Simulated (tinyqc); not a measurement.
MP2 on RHF in the sto-3g basis, for HeH+, spin multiplicity 1, step by step. Computed by tinyqc, a small Python program that keeps every step (integrals from PySCF). Settings: charge = 1, multiplicity = 1, basis = sto-3g, method = RHF, energy threshold = 1e-10, iteration cap = 65, orthogonalisation = canonical, start = atomic densities, DIIS depth = 6. Command: `OMP_NUM_THREADS=1 python tinyqc.py 30012 30013 out.jsonl` (the two numbers bound the seeds that draw the settings). One thread of a shared host (Intel(R) Xeon(R) Processor @ 2.60GHz), about 0.3 s of CPU time with the checks. The early iterations of the SCF are left out here.

## One-electron integrals

Geometry (angstrom):
```
atom        x        y        z
He    0.00000  0.00000  0.00000
H     0.00000  0.00000  0.90900
```

Basis sto-3g: exponents (1/bohr^2) and contraction coefficients of normalised primitives:
```
element  l (shell)  exponent  coefficient
He           s (1)   6.36242      0.15433
He           s (1)   1.15892      0.53533
He           s (1)   0.31365      0.44463
H            s (1)   3.42525      0.15433
H            s (1)   0.62391      0.53533
H            s (1)   0.16886      0.44463
```

Overlap, kinetic and nuclear-attraction integrals over the contracted functions; the nuclear repulsion is the sum of Za Zb / Rab.

nuclear repulsion = 1.1643063 hartree

overlap S:
```
         1He 1s    2H 1s
1He 1s  1.00000  0.44716
2H 1s   0.44716  1.00000
```

kinetic energy T (hartree):
```
         1He 1s    2H 1s
1He 1s  1.41176  0.11959
2H 1s   0.11959  0.76003
```

nuclear attraction V (hartree):
```
          1He 1s     2H 1s
1He 1s  -3.91872  -1.26953
2H 1s   -1.26953  -2.33978
```

core Hamiltonian H = T + V (hartree):
```
          1He 1s     2H 1s
1He 1s  -2.50695  -1.14994
2H 1s   -1.14994  -1.57975
```

## Two-electron integrals

Functions are numbered as in S; the eight-fold symmetry (ij|kl) = (ji|kl) = (kl|ij) leaves the list below.

Two-electron integrals (ij|kl) in chemists' order, unique and non-zero (hartree):
```
(11|11) 1.05571   (21|11) 0.35549   (21|21) 0.14993   (22|11) 0.53179
(22|21) 0.28965   (22|22) 0.77461
```

## Orthogonalisation

S = U s U^T; canonical form X = U s^(-1/2), so that X^T S X = 1. Each column of U has its largest component positive (the first on a tie).

eigenvalues of S: 0.55284  1.44716

X:
```
               1        2
1He 1s   0.95101  0.58780
2H 1s   -0.95101  0.58780
```

## Iteration 10 (converged): orbitals

converged F (hartree):
```
          1He 1s     2H 1s
1He 1s  -1.49768  -0.86727
2H 1s   -0.86727  -0.71323
```

Diagonalise F' = X^T F X, C = X C', fill 1 alpha and 1 beta electrons from the bottom; D = 2 C_occ C_occ^T. Each column has its largest component positive (the first on a tie).

F' = X^T F X (hartree):
```
          1         2
1  -0.43083  -0.43850
2  -0.43850  -1.36317
```

orbital energies (hartree): MO1 -1.53700, MO2 -0.25700

coefficients C:
```
            MO1       MO2
1He 1s  0.89689  -0.66746
2H 1s   0.19597   1.10069
```

D after iteration 10:
```
         1He 1s    2H 1s
1He 1s  1.60883  0.35152
2H 1s   0.35152  0.07680
```

## Convergence

Stop when the energy changes by less than 1e-10 hartree and every element of the error matrix X^T (F D S - S D F) X is below 3e-06.

Course of the cycle:
```
iteration  E (hartree)     change  largest element of the error matrix
1           -2.3027803          -                             1.92e-01
2           -2.8522419  -5.49e-01                             6.38e-02
3           -2.8539338  -1.69e-03                             2.43e-02
4           -2.8540551  -1.21e-04                             1.84e-02
5           -2.8541038  -4.87e-05                             1.53e-02
6           -2.8541302  -2.64e-05                             1.34e-02
7           -2.8541467  -1.65e-05                             1.20e-02
8           -2.8542154  -6.87e-05                             1.42e-04
9           -2.8542154  -9.49e-09                             1.02e-05
10          -2.8542154  -4.86e-11                             1.35e-06
```

PySCF RHF in the same basis = -2.8542154 hartree

Converged in 10 iterations.

## Integrals over molecular orbitals

(pq|rs) = sum C_ip C_jq C_kr C_ls (ij|kl), one index at a time.

one-electron integrals over orbitals h = C^T H C (hartree):
```
          1         2
1  -2.48152   0.17521
2   0.17521  -1.34111
```

Two-electron integrals over orbitals (pq|rs), unique and non-zero (hartree):
```
(11|11) 0.94451    (21|11) -0.17521   (21|21) 0.12951    (22|11) 0.60681
(22|21) 0.05466    (22|22) 0.74761
```

## Second-order Moller-Plesset energy

Hartree-Fock energy = -2.8542154 hartree

E2 = sum_ijab (ia|jb) [2 (ia|jb) - (ib|ja)] / (e_i + e_j - e_a - e_b) over occupied i, j and virtual a, b; the opposite-spin part is (ia|jb)^2 / denominator, the rest is same-spin, and SCS-MP2 scales them by 6/5 and 1/3.

Terms:
```
i  j  a  b  (ia|jb)  (ib|ja)  denominator      term
1  1  2  2  0.12951  0.12951     -2.56000  -0.00655
```

Pair energies (hartree; pair i-j sums ij and ji):
```
pair  opposite spin  same spin
1-1        -0.00655    0.00000
```

MP2 correlation energy = -0.0065519 hartree

SCS-MP2 correlation energy = -0.0078623 hartree

MP2 total energy = -2.8607673 hartree
